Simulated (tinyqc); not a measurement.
Six-band Luttinger-Kohn model with strain, step by step. Values are carried at full precision from step to step, so a last printed digit may differ when a step is redone from the rounded ones.

Constants: hbar^2/2m0 = 3.80998211 eV angstrom^2.

Parameters, chosen for this exercise (near those of GaP; not measured data):
- C11 = 144.5 GPa
- C12 = 61.4 GPa
- C44 = 69.8 GPa
- load = uniaxial [111] (kind of stress)
- X = -2.36 GPa (stress)
- Dso = 0.081 eV (spin-orbit splitting)
- g1 = 4.05 (Luttinger gamma1)
- g2 = 0.49 (gamma2)
- g3 = 1.26 (gamma3)
- av = 1.66 eV (valence hydrostatic potential)
- b = -1.62 eV (tetragonal shear potential)
- d = -4.61 eV (trigonal shear potential)
- k = (0.043, 0.047, 0) 1/angstrom (wave vector)
- kmax = 0.08 1/angstrom (end of the path)

## Strain from a uniaxial [111] stress

s11 = (C11 + C12)/((C11 - C12)(C11 + 2 C12)), s12 = -C12/((C11 - C12)(C11 + 2 C12)), s44 = 1/C44; exx = s11 sxx + s12 (syy + szz) and cyclic, exy = s44 sxy/2; tension is positive. A uniaxial stress X along the unit vector n is s_ij = X n_i n_j.

s11, s12, s44 (1/TPa): 9.2695  -2.7642  14.3266

strain tensor:
```
           x          y          z
x  -0.002943  -0.005635  -0.005635
y  -0.005635  -0.002943  -0.005635
z  -0.005635  -0.005635  -0.002943
```

The volume changes by -0.883 %; there is shear in the cubic axes, so d enters.

## The terms P, Q, R, S at one k

P = c g1 k^2 - av tr(e); Q = c g2 (kx^2 + ky^2 - 2 kz^2) - (b/2)(exx + eyy - 2 ezz); R = c sqrt3 [-g2 (kx^2 - ky^2) + 2i g3 kx ky] + (sqrt3/2) b (exx - eyy) - i d exy; S = 2 c sqrt3 g3 (kx - i ky) kz - d (exz - i eyz); c = hbar^2/2m0, e the strain tensor (not engineering shear).

Form the four terms.

Terms (eV):
```
term            from k        from strain
P              0.06262            0.01466
Q              0.00758            0.00000
R     0.00116+0.03361i          -0.02598i
S              0.00000  -0.02598+0.02598i
```

## The Hamiltonian

Six-band Luttinger-Kohn model in the basis |3/2,3/2>, |3/2,1/2>, |3/2,-1/2>, |3/2,-3/2>, |1/2,1/2>, |1/2,-1/2>, electron energies, zero at the top of the unstrained valence band. H = -[rows: (P+Q, -S, R, 0, -S/r2, r2 R); (-S*, P-Q, 0, R, -r2 Q, r32 S); (R*, 0, P-Q, S, r32 S*, r2 Q); (0, R*, S*, P+Q, -r2 R*, -S*/r2); (-S*/r2, -r2 Q, r32 S, -r2 R, P+Dso, 0); (r2 R*, r32 S*, r2 Q, -S/r2, 0, P+Dso)], r2 = sqrt(2), r32 = sqrt(3/2). Levels are twofold.

Each term is the sum of its two parts.

H(k) (eV), lower triangle (Hermitian):
```
                  3/2,3/2          3/2,1/2        3/2,-1/2         3/2,-3/2  1/2,1/2  1/2,-1/2
3/2,3/2           -0.0848
3/2,1/2   -0.0260-0.0260i          -0.0697
3/2,-1/2  -0.0012+0.0076i                0         -0.0697
3/2,-3/2                0  -0.0012+0.0076i  0.0260+0.0260i          -0.0848
1/2,1/2   -0.0184-0.0184i           0.0107  0.0318-0.0318i   0.0016+0.0108i  -0.1583
1/2,-1/2  -0.0016+0.0108i   0.0318+0.0318i         -0.0107  -0.0184+0.0184i        0   -0.1583
```

## Levels and their make-up

Diagonalise H. The weights add +m and -m and are averaged over each pair; m is taken along z.

levels from the top, each twofold (eV): -0.0285  -0.0944  -0.1899

weights:
```
               top  second  third
|3/2,+-3/2>  0.301   0.591  0.108
|3/2,+-1/2>  0.613   0.223  0.164
|1/2,+-1/2>  0.086   0.186  0.728
```

The top pair is 61 % |3/2,+-1/2>, the second pair is 59 % |3/2,+-3/2> and the third pair is 73 % |1/2,+-1/2>.

## Band edges at k = 0
Diagonalise H at k = 0. The weights add +m and -m (m along z) and are averaged over each pair.

edges from the top (eV): 0.0569  -0.0597  -0.1222

weights at k = 0:
```
               top  second  third
|3/2,+-3/2>  0.426   0.500  0.074
|3/2,+-1/2>  0.426   0.500  0.074
|1/2,+-1/2>  0.148   0.000  0.852
```

The stress splits the top two pairs by 116.5 meV, 4.51 times kT at 300 K (25.85 meV); the third lies 179.1 meV below the top, against Dso = 81 meV without stress.

## Polarisation of the edge transitions

In the basis X, Y, Z times spin, H(k = 0) has -Dso/3 + l exx + m (eyy + ezz) on the diagonal (cyclic) and n exy off it, l = av + 2 b, m = av - b, n = sqrt(3) d. Spin-orbit term (Dso/3) L.sigma on X, Y, Z with (L_k)_ij = -i epsilon_kij: <X+|H|Y+> = -i Dso/3, <X+|H|Z-> = Dso/3, <Y+|H|Z-> = -i Dso/3, <Z+|H|X-> = -Dso/3, <Z+|H|Y-> = i Dso/3, <X-|H|Y-> = i Dso/3, and their conjugates; + and - are the spin along z. The strength of a transition to an s-like conduction level for light polarised along the unit vector u is the weight of the orbital ux X + uy Y + uz Z in the valence state, summed over spin and averaged over the pair.

strain block of X, Y, Z (eV), lower triangle:
```
          X         Y         Z
X  -0.01466
Y   0.04500  -0.01466
Z   0.04500   0.04500  -0.01466
```

Relative strengths:
```
polarisation    top  second  third
[100]         0.333   0.333  0.333
[010]         0.333   0.333  0.333
[001]         0.333   0.333  0.333
[110]         0.643   0.167  0.191
[1-10]        0.024   0.500  0.476
[111]         0.952   0.000  0.048
```

The top pair is strongest for light along [111] (0.952) and weakest along [1-10] (0.024); without strain every direction has 1/3 on average over the fourfold top. For each polarisation the three pairs add up to 1.

## Hole masses at the edges

Curvature at k = 0: m/m0 = -2 c h^2/(E(h u) + E(-h u) - 2 E(0)) with h = 0.0002 1/angstrom along the unit vector u.

Hole masses (m0):
```
direction    top  second  third
[110]      0.157   0.358  0.337
[1-10]     0.585   0.188  0.195
[100]      0.247   0.247  0.247
[001]      0.247   0.247  0.247
```

Of the directions listed, the top pair is lightest along [110] (0.157) and heaviest along [1-10] (0.585). These masses hold only for hole energies well below the splitting of 117 meV.

## Bands along [110] and [001]

Six points from 0 to kmax in each direction.

Levels (eV):
```
direction  |k| (1/angstrom)      top   second    third  top, no stress  second, no stress
[110]                 0.000   0.0569  -0.0597  -0.1222          0.0000             0.0000
[110]                 0.016   0.0507  -0.0623  -0.1252         -0.0017            -0.0060
[110]                 0.032   0.0327  -0.0699  -0.1352         -0.0067            -0.0229
[110]                 0.048   0.0049  -0.0811  -0.1554         -0.0142            -0.0468
[110]                 0.064  -0.0292  -0.0945  -0.1908         -0.0233            -0.0737
[110]                 0.080  -0.0638  -0.1117  -0.2457         -0.0334            -0.1032
[001]                 0.000   0.0569  -0.0597  -0.1222          0.0000             0.0000
[001]                 0.016   0.0529  -0.0636  -0.1262         -0.0030            -0.0049
[001]                 0.032   0.0413  -0.0753  -0.1383         -0.0120            -0.0192
[001]                 0.048   0.0223  -0.0945  -0.1594         -0.0269            -0.0422
[001]                 0.064  -0.0034  -0.1204  -0.1908         -0.0479            -0.0720
[001]                 0.080  -0.0352  -0.1522  -0.2339         -0.0749            -0.1070
```

## Checks

- Levels against the same model in the basis X, Y, Z times spin: they agree to 1e-10 or better.

Run: tinyqc, `OMP_NUM_THREADS=1 python tinyqc.py 1080031 1080032 out.jsonl`; Intel(R) Xeon(R) Processor @ 2.30GHz, one thread, shared host; about 0.03 s of CPU time with all checks.
